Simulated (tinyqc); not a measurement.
Spin coating of a resist or spin-on film: centrifugal thinning, evaporation and the final thickness (Emslie and Meyerhofer models): one step, computed by the program tinyqc. Command: `OMP_NUM_THREADS=1 python tinyqc.py 3114263 3114264 out.jsonl spincoat walk`. One thread of a shared host (Intel(R) Xeon(R) Processor @ 2.30GHz), about 0.08 s of CPU time with the checks.

A Newtonian film stays uniform over the wafer; solvent and solids have the same density and the concentration is uniform through the thickness.

Question. Rates. omega = 2 pi f/60; nu(c) = nu_s + k c^gamma; evaporation rate e = e0 sqrt(f/1000 rpm). Flow constant K = 2 omega^2/(3 nu(c0)); Reynolds number of the air omega R^2/nu_air with nu_air = 15 mm^2/s.

Inputs (values chosen for the exercise, of the order of those of a polymer resist in an ester solvent):
```
quantity                                 value          unit
solids volume fraction c0                 0.26             -
kinematic viscosity of the solvent nu_s    1.2        mm^2/s
viscosity constant k                      1700        mm^2/s
viscosity exponent gamma                   2.7             -
spin speed f                              1500           rpm
evaporation rate at 1000 rpm e0           0.24  micrometre/s
wafer radius R                             150            mm
```

Give: omega; nu(c0); evaporation rate e; flow constant K; Reynolds number of the air.

Answer.

omega = 157.1 1/s

nu(c0) = 45.96 mm^2/s

evaporation rate e = 0.2939 micrometre/s

flow constant K = 3.579e-04 1/(micrometre^2 s)

Reynolds number of the air = 2.356e+05
